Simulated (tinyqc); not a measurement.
# Rectangular fin or nanosheet with a gate all round, subbands and threshold shift from confinement: effects of single changes

Undoped body with a flat potential across it, hard walls, transport along x. Three valley pairs (g = 2 each) with the longitudinal mass along x, y or z. Non-parabolicity enters the subband edges through E (1 + al E) = gamma, so E = 2 gamma/(1 + sqrt(1 + 4 al gamma)); motion within a subband is taken as parabolic with the band-edge mass. Energies are counted from the bulk band edge.

Inputs (values chosen for the exercise); masses close to those of silicon: temperature T = 300 K; longitudinal mass ml = 0.916 m0; transverse mass mt = 0.193 m0; non-parabolicity al = 0.5 1/eV; width (along y) t = 2.5 nm; widening of the box by penetration into the insulator dl = 0 nm; gate capacitance per area of interface Cg = 3.4 uF/cm^2; height (along z) H = 10 nm.

Constants: q = 1.602176634e-19 C, kB = 1.380649e-23 J/K, hbar = 1.054571817e-34 J s, m0 = 9.1093837015e-31 kg, Vt = kB T/q, hbar^2/(2 m0) = 0.0380998212 eV nm^2. Results are converted to the units shown.

Each table varies one quantity; the others keep the values above.

## Confinement against the height

gamma = C pi^2 [a^2/(my (t + dl)^2) + b^2/(mz (H + dl)^2)], C = hbar^2/(2 m0). Each subband has N_k = g sqrt(2 mx m0 kB T/(pi hbar^2)); without degeneracy n = exp(EF/Vt) sum N_k exp(-E_k/Vt). Classical value Nc times t H, Nc = sum over valleys of 2 g (m m0 kB T/(2 pi hbar^2))^1.5 with m = (mx my mz)^(1/3). Threshold shift dVT = Vt ln(classical value/sum N_k exp(-E_k/Vt)). With degeneracy n = sum N_k F((EF - E_k)/Vt), F(x) = (1/sqrt(pi)) int_0^infinity u^(-1/2) du/(1 + exp(u - x)); gate: Vg = EF + q n/(Cg P), P = 2 (t + H), summed over the 60 lowest subbands at most, with Vg counted from the value that would put EF at the bulk band edge of an empty body. The last two columns are for Vg = 0.7 V; sensitivity d(dVT)/dH by central differences between 0.99 and 1.01 times the value.

Results:
```
H (nm)  E_1 (meV)  gap to the next edge (meV)  dVT (mV)  sensitivity (mV/nm)  n/P (cm^-2)  share of the lowest subband (%)
1.5         410.1                       282.0     374.8               -155.3     5.533e12                            99.99
3.1         239.7                       67.55     221.2               -91.34     8.400e12                            72.23
4.6         147.0                       142.3     140.4               -29.17     9.136e12                            75.61
6.6         104.9                       115.4     107.5               -8.704     9.691e12                            59.42
9.5         83.76                       58.20     93.45               -2.667     1.005e13                            44.18
14          72.96                       27.44     86.36              -0.9345     1.033e13                            30.97
20          68.23                       13.59     82.71              -0.3976     1.051e13                            22.00
```

Estimate the missing row, H = 2.2 nm.

Computed row:
```
H (nm)  E_1 (meV)  gap to the next edge (meV)  dVT (mV)  sensitivity (mV/nm)  n/P (cm^-2)  share of the lowest subband (%)
2.2         339.1                       52.50     310.4               -69.98     6.904e12                            75.22
```

With this row back in the table: As H grows from 1.5 to 20 nm, E_1 falls from 410 to 68.2 meV and dVT falls from 375 to 82.7 mV. E_1 goes as H^(-0.50) at the thin end; an error of 0.2 nm moves the threshold by 31 mV in the first row and 0.080 mV in the last. The charge per interface area rises from 5.53e12 to 1.05e13 cm^-2. For H = 3.1, 4.6, 6.6, 9.5, 14, 20 the charge in the last two columns would bend the potential across the body noticeably, which is left out.

## Charge and subband filling against gate voltage

Same model as above.

Each subband has N_k = g sqrt(2 mx m0 kB T/(pi hbar^2)). Cq = q dn/dEF.

Charge and subband filling against gate voltage:
```
Vg (V)  EF - E_1 (eV)  n (cm^-1)  n/P (cm^-2)  share of the lowest subband (%)  Cq/(Cg P)  total C/(Cg P)
-0.07         -0.1521    1.295e4      5.180e9                            87.77   0.009426        0.009338
0.05         -0.04547    7.245e5     2.898e11                            86.69     0.4791          0.3239
0.18          0.01560    4.381e6     1.753e12                            79.43      1.863          0.6507
0.3           0.05263    8.783e6     3.513e12                            68.77      2.570          0.7199
0.43          0.08687    1.386e7     5.545e12                            58.30      3.023          0.7514
0.55           0.1147    1.876e7     7.502e12                            50.42      3.716          0.7879
0.68           0.1392    2.435e7     9.740e12                            43.17      5.007          0.8335
0.8            0.1571    2.977e7     1.191e13                            37.67      6.480          0.8663
0.93           0.1728    3.583e7     1.433e13                            32.89      8.201          0.8913
```

What does the comparison show?

EF passes E_1 = 0.0818 eV at Vg = 0.138 V. The share of the lowest subband falls from 87.8 to 32.9 % and the total capacitance rises from 0.00934 to 0.891 of Cg P. In the last row 12 % of an added gate voltage goes into raising EF (from the last two rows). For Vg = 0.3, 0.43, 0.55, 0.68, 0.8, 0.93 the charge would bend the potential across the body noticeably, which is left out.

Program tinyqc, `OMP_NUM_THREADS=1 python tinyqc.py 2350097 2350098 out.jsonl`; Intel Xeon 2.30GHz, shared host, one thread, about 0.2 s.
